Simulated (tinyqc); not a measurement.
Inside a calculation. Method: Hueckel theory of the pi electrons, for the molecule C=Cc1c(O)cc2cccccc1-2 (SMILES; centres numbered as the heavy atoms are written). One step of it, computed by the program tinyqc.

Problem. Orbitals. Diagonalise; E = alpha + x beta with beta < 0, so the largest x are filled first; degenerate levels share their electrons. P = sum n_i c_ri c_si; each orbital has its largest coefficient positive (the first on a tie).

Hueckel matrix in units of beta (H = alpha + beta A):
```
           1C        2C        3C        4C        5O        6C        7C        8C
1C   0.000000  1.000000  0.000000  0.000000  0.000000  0.000000  0.000000  0.000000
2C   1.000000  0.000000  1.000000  0.000000  0.000000  0.000000  0.000000  0.000000
3C   0.000000  1.000000  0.000000  1.000000  0.000000  0.000000  0.000000  0.000000
4C   0.000000  0.000000  1.000000  0.000000  0.800000  1.000000  0.000000  0.000000
5O   0.000000  0.000000  0.000000  0.800000  2.000000  0.000000  0.000000  0.000000
6C   0.000000  0.000000  0.000000  1.000000  0.000000  0.000000  1.000000  0.000000
7C   0.000000  0.000000  0.000000  0.000000  0.000000  1.000000  0.000000  1.000000
8C   0.000000  0.000000  0.000000  0.000000  0.000000  0.000000  1.000000  0.000000
9C   0.000000  0.000000  0.000000  0.000000  0.000000  0.000000  0.000000  1.000000
10C  0.000000  0.000000  0.000000  0.000000  0.000000  0.000000  0.000000  0.000000
11C  0.000000  0.000000  0.000000  0.000000  0.000000  0.000000  0.000000  0.000000
12C  0.000000  0.000000  0.000000  0.000000  0.000000  0.000000  0.000000  0.000000
13C  0.000000  0.000000  1.000000  0.000000  0.000000  0.000000  1.000000  0.000000

           9C       10C       11C       12C       13C
1C   0.000000  0.000000  0.000000  0.000000  0.000000
2C   0.000000  0.000000  0.000000  0.000000  0.000000
3C   0.000000  0.000000  0.000000  0.000000  1.000000
4C   0.000000  0.000000  0.000000  0.000000  0.000000
5O   0.000000  0.000000  0.000000  0.000000  0.000000
6C   0.000000  0.000000  0.000000  0.000000  0.000000
7C   0.000000  0.000000  0.000000  0.000000  1.000000
8C   1.000000  0.000000  0.000000  0.000000  0.000000
9C   0.000000  1.000000  0.000000  0.000000  0.000000
10C  1.000000  0.000000  1.000000  0.000000  0.000000
11C  0.000000  1.000000  0.000000  1.000000  0.000000
12C  0.000000  0.000000  1.000000  0.000000  1.000000
13C  0.000000  0.000000  0.000000  1.000000  0.000000
```

pi electrons, sum of z_r less the charge = 14

Give: x values; occupations; coefficients; charge and bond-order matrix P.

Solution.

x values: [2.570, 2.142, 1.674, 1.428, 1.169, 0.678, 0.350, -0.426, -0.651, -1.073, -1.733, -1.955, -2.172]

occupations: [2.000, 2.000, 2.000, 2.000, 2.000, 2.000, 2.000, 0.000, 0.000, 0.000, 0.000, 0.000, 0.000]

coefficients:
```
       MO1     MO2     MO3     MO4     MO5     MO6     MO7     MO8
1C   0.062  -0.045  -0.214  -0.182   0.392  -0.190   0.537  -0.032
2C   0.159  -0.096  -0.359  -0.260   0.458  -0.129   0.188   0.013
3C   0.346  -0.162  -0.386  -0.189   0.143   0.102  -0.471   0.026
4C   0.430   0.113  -0.123   0.066   0.038   0.504  -0.130  -0.321
5O   0.603   0.638   0.302  -0.092  -0.036  -0.305   0.063   0.106
6C   0.276  -0.106  -0.061   0.356  -0.070   0.484   0.375   0.026
7C   0.278  -0.341   0.021   0.443  -0.120  -0.176   0.261   0.310
8C   0.139  -0.261   0.262   0.351   0.258  -0.297  -0.061  -0.455
9C   0.078  -0.219   0.417   0.059   0.422  -0.025  -0.282  -0.116
10C  0.063  -0.207   0.436  -0.267   0.234   0.280  -0.038   0.505
11C  0.082  -0.225   0.313  -0.440  -0.148   0.215   0.269  -0.100
12C  0.149  -0.274   0.088  -0.361  -0.407  -0.134   0.132  -0.462
13C  0.301  -0.363  -0.165  -0.075  -0.328  -0.306  -0.223   0.297

        MO9    MO10    MO11    MO12    MO13
1C   -0.385  -0.496  -0.125   0.108  -0.122
2C    0.251   0.532   0.217  -0.211   0.265
3C    0.222  -0.075  -0.251   0.304  -0.453
4C   -0.109  -0.333   0.306  -0.403   0.170
5O    0.033   0.087  -0.066   0.082  -0.033
6C   -0.177   0.363  -0.227   0.418   0.110
7C    0.224  -0.056   0.088  -0.415  -0.409
8C    0.318  -0.184   0.164   0.375   0.229
9C   -0.431   0.254  -0.372  -0.318  -0.088
10C  -0.037  -0.088   0.481   0.246  -0.038
11C   0.455  -0.159  -0.460  -0.164   0.170
12C  -0.259   0.259   0.317   0.074  -0.331
13C  -0.287  -0.119  -0.089   0.019   0.549
```

charge and bond-order matrix P:
```
         1C      2C      3C      4C      5O      6C      7C      8C
1C    1.125   0.886  -0.141  -0.229   0.076   0.105   0.148   0.050
2C    0.886   0.985   0.445   0.025  -0.031  -0.081  -0.058   0.014
3C   -0.141   0.445   1.168   0.567  -0.119  -0.137  -0.197  -0.084
4C   -0.229   0.025   0.567   0.978   0.250   0.659  -0.039  -0.222
5O    0.076  -0.031  -0.119   0.250   1.936  -0.148  -0.018   0.083
6C    0.105  -0.081  -0.137   0.659  -0.148   1.195   0.581  -0.019
7C    0.148  -0.058  -0.197  -0.039  -0.018   0.581   1.007   0.588
8C    0.050   0.014  -0.084  -0.222   0.083  -0.019   0.588   0.876
9C   -0.134   0.024   0.162   0.003   0.006  -0.215   0.023   0.663
10C  -0.026   0.014   0.034   0.174  -0.069   0.045  -0.216   0.125
11C   0.148  -0.016  -0.198   0.021  -0.004   0.173  -0.077  -0.242
12C   0.010  -0.064  -0.008  -0.203   0.078  -0.101   0.168  -0.170
13C  -0.212   0.018   0.535  -0.068  -0.002  -0.208   0.411   0.173

         9C     10C     11C     12C     13C
1C   -0.134  -0.026   0.148   0.010  -0.212
2C    0.024   0.014  -0.016  -0.064   0.018
3C    0.162   0.034  -0.198  -0.008   0.535
4C    0.003   0.174   0.021  -0.203  -0.068
5O    0.006  -0.069  -0.004   0.078  -0.002
6C   -0.215   0.045   0.173  -0.101  -0.208
7C    0.023  -0.216  -0.077   0.168   0.411
8C    0.663   0.125  -0.242  -0.170   0.173
9C    0.978   0.637   0.033  -0.237  -0.076
10C   0.637   0.886   0.643   0.127  -0.224
11C   0.033   0.643   0.980   0.655   0.020
12C  -0.237   0.127   0.655   0.873   0.604
13C  -0.076  -0.224   0.020   0.604   1.012
```
